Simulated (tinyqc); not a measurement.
LED efficiency against current.

ABC model of an LED: J = q da (A n + Ba n^2 + Ca n^3), IQE = Ba n^2/(A n + Ba n^2 + Ca n^3), differential lifetime 1/(A + 2 Ba n + 3 Ca n^2).

Inputs (values chosen for the exercise): defect coefficient of the active layer A = 1.7e7 1/s; radiative coefficient of the active layer Ba = 2.5e-11 cm^3/s; Auger coefficient of the active layer Ca = 1.1e-30 cm^6/s; thickness of the active layer da = 89 nm.

Constants: q = 1.602176634e-19 C. Results are converted to the units shown.

LED efficiency against current:

| J (A/cm^2) | n (cm^-3) | IQE (%) | defect share (%) | Auger share (%) | differential lifetime (ns) |
|---|---|---|---|---|---|
| 2 | 7.4349e16 | 9.8529 | 90.115 | 0.032233 | 48.226 |
| 10 | 2.8854e17 | 29.679 | 69.944 | 0.37679 | 31.544 |
| 40 | 7.6366e17 | 51.974 | 46.280 | 1.7464 | 17.511 |
| 200 | 1.9804e18 | 69.905 | 24.003 | 6.0914 | 7.7542 |
| 700 | 3.8194e18 | 74.289 | 13.226 | 12.484 | 3.9046 |
| 3000 | 7.6808e18 | 70.102 | 6.2063 | 23.691 | 1.6786 |
| 10000 | 1.3122e19 | 61.380 | 3.1809 | 35.439 | 0.80561 |
| 50000 | 2.5539e19 | 46.504 | 1.2382 | 52.258 | 0.29016 |
| 2e5 | 4.3697e19 | 34.034 | 0.52963 | 65.436 | 0.11761 |

The IQE goes from 9.85 through a maximum of 74.3 (at J = 700 A/cm^2 among the rows listed) to 34.0 %. The exact peak, Q/(Q + 2) = 74.3 % with Q = Ba/sqrt(A Ca) = 5.78, lies at n = sqrt(A/Ca) = 3.93e18 cm^-3, J = 742 A/cm^2, where the defect and Auger shares are equal. n goes as J^(0.84) at the low end and J^(0.39) at the high end.

tinyqc, about 0.01 s, one thread, Intel Xeon 2.30GHz (shared host): `OMP_NUM_THREADS=1 python tinyqc.py 2300103 2300104 out.jsonl`
